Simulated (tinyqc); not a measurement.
Propagation of a band-gap error through k.p and effective-mass formulas: sweeps and comparisons. A value that a table varies takes the place of the one given here.

Chain, for a gap E (the reference Eg or another value), with Ep and Dso kept: 1/me = 1 + Ep (E + 2 Dso/3)/(E (E + Dso)); g* = 2 - 2 Ep Dso/(3 E (E + Dso)); g1(E) = g1 + (Ep/3)(1/E - 1/Eg), g2(E) = g2 + (Ep/6)(1/E - 1/Eg), light hole 1/(g1 + 2 g2), heavy hole 1/(g1 - 2 g2) along [100]; optical constant ei(E) = 1 + (ei - 1)(EP/(EP + E - Eg))^2, static e0(E) = ei(E) + e0 - ei.

Donor: R = Ry me/e0^2, a_B = a0 e0/me, Mott density (0.26/a_B)^3. Nc, Nv = 2 (m kT/(4 pi c))^(3/2), c = hbar^2/2m0, ni = sqrt(Nc Nv) exp(-E/2kT). Exciton: Ry mu/e0^2 with 1/mu = 1/me + g1(E). 1 angstrom^-3 = 1e24 cm^-3.

Constants: Ry = 13.60569312 eV; a0 (Bohr radius) = 0.5291772105 angstrom; kB = 8.617333262e-05 eV/K; hbar^2/2m0 = 3.80998211 eV angstrom^2.

Inputs chosen for the exercise (reference values near those of GaAs, gap at low temperature; not measured data): Eg = 1.548 eV (gap at Gamma to the s-like level); Dso = 0.339 eV (spin-orbit splitting); Ep = 25.7 eV (Kane energy); g1 = 7 (Luttinger gamma1); g2 = 2.06 (gamma2); e0 = 12.89 (static dielectric constant); ei = 10.87 (optical dielectric constant); EP = 5.27 eV (mean (Penn) gap); mh = 0.56 m0 (density-of-states mass of the holes); T = 300 K (temperature); Eg2 = 3.204 eV (a wrong gap, of the size a hybrid with far too much exact exchange can give).

## The size of the error

E = f Eg; ratios against f = 1.

Results:
```
f     E (eV)  me ratio  light-hole ratio  e0 ratio  donor ratio  Mott ratio       g*  log10 ni ratio
0.25   0.387     0.291             0.251     1.494        0.130     0.00739  -18.673            9.35
0.40   0.619     0.442             0.401     1.363        0.238      0.0340   -7.789            7.54
0.60   0.929     0.634             0.601     1.217        0.428       0.141   -2.933            5.05
0.80   1.238     0.819             0.801     1.099        0.679       0.415   -0.973            2.54
1.00   1.548     1.000             1.000     1.000        1.000        1.00    0.012            0.00
1.20   1.858     1.176             1.199     0.917        1.397        2.11    0.577           -2.55
1.50   2.322     1.432             1.497     0.816        2.148        5.40    1.060           -6.38
2.00   3.096     1.840             1.991     0.692        3.844        18.8    1.454          -12.80
```

What does this show, and why?

Between f = 0.8 and 1.2 the mean powers d ln(ratio)/d ln f are 0.89 for me, 1.00 for the light hole, -0.44 for e0, 1.78 for the donor energy and 4.01 for the Mott density; ni moves by -0.82 decades per 0.1 eV, against -0.1 eV/(2 kT ln 10) = -0.84 from the exponential alone, the rest coming from Nc through me^(3/4). g* changes sign between f = 0.80 and 1.00; the place of this zero hangs on remote bands, which are left out.

## What each input does

All at E = Eg2. Each row changes one parameter from the base and keeps the others.

Results:
```
case            me (m0)  light hole (m0)    e0  donor (meV)  exciton (meV)  log10 ni
base             0.1141           0.1852  8.73       20.346         13.819    -8.409
Eg2 = 2.948 eV   0.1062           0.1705  9.18       17.137         11.704    -6.282
Dso = 0.366 eV   0.1143           0.1852  8.73       20.389         13.839    -8.408
Ep = 23.644 eV   0.1228           0.1707  8.73       21.898         14.253    -8.385
g1 = 7.56        0.1141           0.1678  8.73       20.346         13.245    -8.409
EP = 4.848 eV    0.1141           0.1852  8.50       21.465         14.579    -8.409
ei = 10          0.1141           0.1852  9.10       18.741         12.729    -8.409
mh = 0.605 m0    0.1141           0.1852  8.73       20.346         13.819    -8.384
T = 276 K        0.1141           0.1852  8.73       20.346         13.819   -10.803
```

What can be read from the table?

The largest shifts from the base row, up to three for each result and ties (the steps differ in size, so this ranks the rows, not the parameters). me (m0): Ep +0.0087, Eg2 -0.0079, Dso +0.0002; unchanged at the printed digits by g1, EP, ei, mh and T. light hole (m0): g1 -0.0174, Eg2 -0.0147, Ep -0.0145; unchanged at the printed digits by Dso, EP, ei, mh and T. e0: Eg2 +0.45, ei +0.37, EP -0.23; unchanged at the printed digits by Dso, Ep, g1, mh and T. donor (meV): Eg2 -3.209, ei -1.605, Ep +1.552; unchanged at the printed digits by g1, mh and T. exciton (meV): Eg2 -2.116, ei -1.090, EP +0.760; unchanged at the printed digits by mh and T. log10 ni: T -2.395, Eg2 +2.127, mh +0.025; unchanged at the printed digits by g1, EP and ei.

tinyqc: `OMP_NUM_THREADS=1 python tinyqc.py 1850156 1850157 out.jsonl`; about 0.01 s, one thread, shared Intel(R) Xeon(R) Processor @ 2.30GHz.
